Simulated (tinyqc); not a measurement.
Two-step dopant diffusion (predeposition and drive-in) with a constant diffusivity: one step, computed by the program tinyqc.

Fick diffusion into a half space x > 0 whose background doping C_B is of the opposite type, so that a junction lies where C = C_B.

Task: Drive-in as a Gaussian. With a sealed surface and a thin source, C = Q/sqrt(pi (Dt)2) exp(-x^2/(4 (Dt)2)); x_j = 2 sqrt((Dt)2 ln(C(0)/C_B)); gradient at the junction |dC/dx| = C_B x_j/(2 (Dt)2).

Inputs (values chosen for the exercise, modelled on gallium in silicon):
```
quantity                        value    unit
surface concentration C_s       1e+19  1/cm^3
background doping C_B         2.3e+15  1/cm^3
predeposition temperature T1      900       C
drive-in temperature T2          1100       C
```

dose Q = 1.955786e+13 1/cm^2

drive-in budget (Dt)2 = 1.764783e-10 cm^2

Give: surface concentration C(0) (Gaussian); junction depth x_j; gradient at the junction.

Result:

surface concentration C(0) (Gaussian) = 8.3062e+17 1/cm^3

junction depth x_j = 0.64477 um

gradient at the junction = 4.2016e+20 1/cm^4

Caution: C_s exceeds the intrinsic carrier density of silicon at the predeposition temperature (2e18 to 1e19 per cm^3), where real diffusivities rise with concentration and profiles turn box-like.
